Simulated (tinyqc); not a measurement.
Van der Pauw, Hall and four-point-probe measurements on a doped layer: one step of the calculation.

A uniform p-type layer with sheet resistance Rs = 1/(q ns mu), point contacts, low field (mu B small).

Problem. New z. The van der Pauw equation exp(-pi RA z) + exp(-pi RB z) = 1 is solved for z = 1/Rs: e1 = exp(-pi RA z), e2 = exp(-pi RB z), f = e1 + e2 - 1, f' = -pi (RA e1 + RB e2), z(new) = z - f/f'.

z after iteration 2 = 0.090855586 mS
RA = 226.87508 ohm
RB = 9149.9176 ohm

Give: e1; e2; f; f'; z after iteration 3.

Solution.

e1 = 0.93729
e2 = 0.073412
f = 0.010707
f' = -2.7783 kohm
z after iteration 3 = 0.094709 mS

Numbers from tinyqc (`OMP_NUM_THREADS=1 python tinyqc.py 2850123 2850124 out.jsonl`; about 0.04 s on one thread of a shared Intel Xeon 2.30GHz).
